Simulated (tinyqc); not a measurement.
Inside a calculation. Method: LCCD on RHF in the 3-21g basis, for H2, spin multiplicity 1. Computed by tinyqc, a small Python program that keeps every step (integrals from PySCF). Settings: charge = 0, multiplicity = 1, basis = 3-21g, method = RHF, energy threshold = 1e-10, iteration cap = 67, orthogonalisation = canonical, start = core, DIIS depth = 6, amplitude equations = LCCD, DIIS depth for amplitudes = 6, cap on updates = 73. Command: `OMP_NUM_THREADS=1 python tinyqc.py 31372 31373 out.jsonl` (the two numbers bound the seeds that draw the settings). One thread of a shared host (Intel(R) Xeon(R) Processor @ 2.60GHz), about 0.05 s of CPU time with the checks. The early iterations of the SCF are left out here.

## One-electron integrals

Geometry (angstrom):
```
atom       x       y       z
H     0.0000  0.0000  0.0000
H     0.0000  0.0000  1.0500
```

Basis 3-21g: exponents (1/bohr^2) and contraction coefficients of normalised primitives:
```
element  l (shell)  exponent  coefficient
H            s (1)    5.4472       0.1563
H            s (1)    0.8245       0.9047
H            s (2)    0.1832       1.0000
```

Overlap, kinetic and nuclear-attraction integrals over the contracted functions; the nuclear repulsion is the sum of Za Zb / Rab.

nuclear repulsion = 0.503978 hartree

overlap S:
```
        1H 1s   1H 2s   2H 1s   2H 2s
1H 1s  1.0000  0.6459  0.1708  0.3561
1H 2s  0.6459  1.0000  0.3561  0.6972
2H 1s  0.1708  0.3561  1.0000  0.6459
2H 2s  0.3561  0.6972  0.6459  1.0000
```

kinetic energy T (hartree):
```
         1H 1s   1H 2s    2H 1s   2H 2s
1H 1s   1.5494  0.2932  -0.0341  0.0973
1H 2s   0.2932  0.2748   0.0973  0.1455
2H 1s  -0.0341  0.0973   1.5494  0.2932
2H 2s   0.0973  0.1455   0.2932  0.2748
```

nuclear attraction V (hartree):
```
         1H 1s    1H 2s    2H 1s    2H 2s
1H 1s  -2.2248  -1.1067  -0.3308  -0.6256
1H 2s  -1.1067  -1.1419  -0.6256  -0.8493
2H 1s  -0.3308  -0.6256  -2.2248  -1.1067
2H 2s  -0.6256  -0.8493  -1.1067  -1.1419
```

core Hamiltonian H = T + V (hartree):
```
         1H 1s    1H 2s    2H 1s    2H 2s
1H 1s  -0.6754  -0.8135  -0.3649  -0.5283
1H 2s  -0.8135  -0.8671  -0.5283  -0.7038
2H 1s  -0.3649  -0.5283  -0.6754  -0.8135
2H 2s  -0.5283  -0.7038  -0.8135  -0.8671
```

## Two-electron integrals

Functions are numbered as in S; the eight-fold symmetry (ij|kl) = (ji|kl) = (kl|ij) leaves the list below.

Two-electron integrals (ij|kl) in chemists' order, unique and non-zero (hartree):
```
(11|11) 1.1401   (21|11) 0.6114   (21|21) 0.3452   (22|11) 0.6264
(22|21) 0.3803   (22|22) 0.4830   (31|11) 0.1417   (31|21) 0.0828
(31|22) 0.0961   (31|31) 0.0300   (32|11) 0.2047   (32|21) 0.1271
(32|22) 0.1679   (32|31) 0.0506   (32|32) 0.1043   (33|11) 0.5001
(33|21) 0.3183   (33|22) 0.4437   (33|31) 0.1417   (33|32) 0.3272
(33|33) 1.1401   (41|11) 0.3272   (41|21) 0.1860   (41|22) 0.2073
(41|31) 0.0506   (41|32) 0.0797   (41|33) 0.2047   (41|41) 0.1043
(42|11) 0.3962   (42|21) 0.2432   (42|22) 0.3175   (42|31) 0.0736
(42|32) 0.1406   (42|33) 0.3962   (42|41) 0.1406   (42|42) 0.2348
(43|11) 0.3183   (43|21) 0.2013   (43|22) 0.2788   (43|31) 0.0828
(43|32) 0.1860   (43|33) 0.6114   (43|41) 0.1271   (43|42) 0.2432
(43|43) 0.3452   (44|11) 0.4437   (44|21) 0.2788   (44|22) 0.3882
(44|31) 0.0961   (44|32) 0.2073   (44|33) 0.6264   (44|41) 0.1679
(44|42) 0.3175   (44|43) 0.3803   (44|44) 0.4830
```

## Orthogonalisation

S = U s U^T; canonical form X = U s^(-1/2), so that X^T S X = 1. Each column of U has its largest component positive (the first on a tie).

eigenvalues of S: 0.1745  0.3980  0.9574  2.4701

X:
```
             1        2        3       4
1H 1s  -0.6851   0.8875   0.6608  0.2748
1H 2s   1.5479  -0.6845   0.2925  0.3563
2H 1s   0.6851   0.8875  -0.6608  0.2748
2H 2s  -1.5479  -0.6845  -0.2925  0.3563
```

## Starting guess

The start is the orbitals of the core Hamiltonian; D = 2 C_occ C_occ^T.

D at the start:
```
        1H 1s   1H 2s   2H 1s   2H 2s
1H 1s  0.2244  0.2067  0.2244  0.2067
1H 2s  0.2067  0.1904  0.2067  0.1904
2H 1s  0.2244  0.2067  0.2244  0.2067
2H 2s  0.2067  0.1904  0.2067  0.1904
```

## Iteration 8 (converged): orbitals

converged F (hartree):
```
         1H 1s    1H 2s    2H 1s    2H 2s
1H 1s   0.2290  -0.4095  -0.3747  -0.3964
1H 2s  -0.4095  -0.3085  -0.3964  -0.3700
2H 1s  -0.3747  -0.3964   0.2290  -0.4095
2H 2s  -0.3964  -0.3700  -0.4095  -0.3085
```

Diagonalise F' = X^T F X, C = X C', fill 1 alpha and 1 beta electrons from the bottom; D = 2 C_occ C_occ^T. Each column has its largest component positive (the first on a tie).

F' = X^T F X (hartree):
```
         1       2        3        4
1   0.9172  0.0000  -0.5125   0.0000
2   0.0000  1.0931   0.0000   0.0533
3  -0.5125  0.0000   0.5276   0.0000
4   0.0000  0.0533   0.0000  -0.5098
```

orbital energies (hartree): MO1 -0.5116, MO2 0.1741, MO3 1.0948, MO4 1.2707

coefficients C:
```
          MO1      MO2      MO3      MO4
1H 1s  0.2451   0.1550   0.8962  -0.9392
1H 2s  0.3788   1.1196  -0.6723   1.1082
2H 1s  0.2451  -0.1550   0.8962   0.9392
2H 2s  0.3788  -1.1196  -0.6723  -1.1082
```

D after iteration 8:
```
        1H 1s   1H 2s   2H 1s   2H 2s
1H 1s  0.1202  0.1857  0.1202  0.1857
1H 2s  0.1857  0.2870  0.1857  0.2870
2H 1s  0.1202  0.1857  0.1202  0.1857
2H 2s  0.1857  0.2870  0.1857  0.2870
```

## Convergence

Stop when the energy changes by less than 1e-10 hartree and every element of the error matrix X^T (F D S - S D F) X is below 3e-06.

Course of the cycle:
```
iteration  E (hartree)     change  largest element of the error matrix
1            -1.053813          -                             2.74e-01
2            -1.081237  -2.74e-02                             4.23e-02
3            -1.081896  -6.58e-04                             2.32e-05
4            -1.081896  -1.64e-10                             9.53e-06
5            -1.081896  -2.02e-11                             6.00e-06
6            -1.081896  -6.18e-12                             4.38e-06
7            -1.081896  -2.68e-12                             3.44e-06
8            -1.081896  -4.36e-12                             2.18e-10
```

PySCF RHF in the same basis = -1.081896 hartree

Converged in 8 iterations.

## Populations, bond orders and dipole

Mulliken: Z minus the diagonal of D S on the atom; Loewdin: the same with S^(1/2) D S^(1/2); Mayer order: 2 sum_s sum (D(s) S)_ij (D(s) S)_ji over the two atoms.

Charges (e):
```
atom  Mulliken  Loewdin
1H           0        0
2H           0        0
```

Mayer bond orders:
```
pair   order
2-1   1.0000
```

dipole moment about the origin, x y z (debye): 0.0000  0.0000  0.0000

## Integrals over molecular orbitals

(pq|rs) = sum C_ip C_jq C_kr C_ls (ij|kl), one index at a time.

one-electron integrals over orbitals h = C^T H C (hartree):
```
         1        2        3       4
1  -1.0743   0.0000  -0.1257  0.0000
2   0.0000  -0.6224   0.0000  0.1870
3  -0.1257   0.0000   0.1428  0.0000
4   0.0000   0.1870   0.0000  0.2386
```

Two-electron integrals over orbitals (pq|rs), unique and non-zero (hartree):
```
(11|11) 0.5627    (21|21) 0.1188    (22|11) 0.4576    (22|22) 0.4243
(31|11) 0.1257    (31|22) 0.0740    (31|31) 0.0921    (32|21) 0.0208
(32|32) 0.0419    (33|11) 0.5221    (33|22) 0.4321    (33|31) 0.1247
(33|33) 0.5118    (41|21) -0.0786   (41|32) -0.0561   (41|41) 0.1022
(42|11) -0.1328   (42|22) -0.0768   (42|31) -0.0822   (42|33) -0.1283
(42|42) 0.0850    (43|21) -0.1344   (43|32) -0.0526   (43|41) 0.1260
(43|43) 0.1952    (44|11) 0.5671    (44|22) 0.4693    (44|31) 0.1659
(44|33) 0.5586    (44|42) -0.1616   (44|44) 0.6326
```

## LCCD: starting amplitudes

t_ij^ab = <ij||ab> / (e_i + e_j - e_a - e_b), whose energy is MP2.

Starting amplitudes (spin orbitals 1a, 1b, ...; amplitudes related by a flip of all spins are not repeated):
```
from      to        t
1a 1b  2a 2b  -0.0866
1a 1b  2a 4b   0.0319
1a 1b  3a 3b  -0.0287
1a 1b  4a 4b  -0.0287
```

correlation energy = -0.020871 hartree

## LCCD: amplitude update 1

t_ij^ab D_ij^ab are set to the remaining terms of the spin-orbital equations, evaluated with the old amplitudes; for the doubles these are <ij||ab> + 1/2 <ab||ef> t_ij^ef + 1/2 <mn||ij> t_mn^ab + P(ij)P(ab) <mb||ej> t_im^ae, D the orbital-energy denominators (linear CCD).

Amplitudes after update 1 (spin orbitals 1a, 1b, ...; amplitudes related by a flip of all spins are not repeated):
```
from      to        t
1a 1b  2a 2b  -0.1274
1a 1b  2a 4b   0.0446
1a 1b  4a 4b  -0.0325
1a 1b  3a 3b  -0.0322
```

correlation energy = -0.028423 hartree

## LCCD: convergence

E_corr = 1/4 sum <ij||ab> t_ij^ab; stop when the norm of the change is below 1e-8.

Course of the amplitude iterations:
```
update  correlation energy (hartree)  norm of the change
0                          -0.020871                   -
1                          -0.028423            8.97e-02
2                          -0.031590            4.23e-02
3                          -0.034363            2.04e-02
4                          -0.034341            4.99e-04
5                          -0.034340            2.47e-05
6                          -0.034340            1.40e-06
7                          -0.034340            1.25e-14
```

Converged amplitudes (spin orbitals 1a, 1b, ...; amplitudes related by a flip of all spins are not repeated):
```
from      to        t
1a 1b  2a 2b  -0.1658
1a 1b  2a 4b   0.0547
1a 1b  4a 4b  -0.0315
1a 1b  3a 3b  -0.0308
```

LCCD total energy = -1.116235 hartree

Converged in 7 updates, with DIIS from the third.
